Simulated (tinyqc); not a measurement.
Arrhenius plot: admittance spectroscopy and thermally stimulated current of one trap level in a depletion layer. Computed by tinyqc, a small Python program. Command: `OMP_NUM_THREADS=1 python tinyqc.py 3110973 3110974 out.jsonl admit walk`. One thread of a shared host (Intel(R) Xeon(R) Processor @ 2.30GHz), about 0.01 s of CPU time with the checks.

A Schottky junction on n-type material holds one donor-like electron trap; shallow donors are fully ionised and abrupt depletion edges are assumed.

Inputs (values chosen for the exercise, modelled on n-type beta-Ga2O3):
```
quantity,value,unit
density-of-states mass m,0.277,m_0
shallow doping N,1.9e+16,1/cm^3
trap depth E_t below the band,0.165,eV
capture cross section sigma,3e-14,cm^2
test frequency f,300000,Hz
```

Constants: k_B = 1.380649e-23 J/K; m_0 = 9.1093837015e-31 kg; h = 6.62607015e-34 J s; k_B = 8.617333262e-05 eV/K.

Method:
- N_c = 2 (2 pi m k_B T/h^2)^(3/2), v_th = sqrt(3 k_B T/m), emission rate e_n = sigma v_th N_c exp(-E_t/(k_B T)).
- Where the level crosses the Fermi level capture equals emission, so the trap follows the signal with the rate 2 e_n; G/omega peaks at omega = 2 e_n (the correction for large N_t/N is left out).
- Solve 2 e_n(T_p) = 2 pi f.
- T_p for 0.1, 0.3, 1, 3 and 10 f; least-squares lines of ln(e_n/T^2) and of ln(e_n) against 1/(k_B T), e_n = pi f; sigma = exp(intercept)/(v_th N_c/T^2).

peak temperature T_p = 143.999 K

Peaks:
```
f (Hz),T_p (K),1/(k_B T) (1/eV),ln(e_n/T^2),ln(e_n)
3.00e+04,125.01,92.829,1.7969,11.454
9.00e+04,133.44,86.962,2.7649,12.552
3.00e+05,144.00,80.588,3.8167,13.756
9.00e+05,155.08,74.828,4.7670,14.855
3.00e+06,169.19,68.587,5.7968,16.059
```

depth from e_n/T^2 = 0.165 eV

cross section from the intercept = 3.00e-14 cm^2

depth without the T^2 = 0.18993 eV

What follows from these numbers?

Leaving out T^2 adds 25 meV, near 2 k_B T_p = 25 meV.

Extremes, crossings and ranges named in words are read from the listed rows.
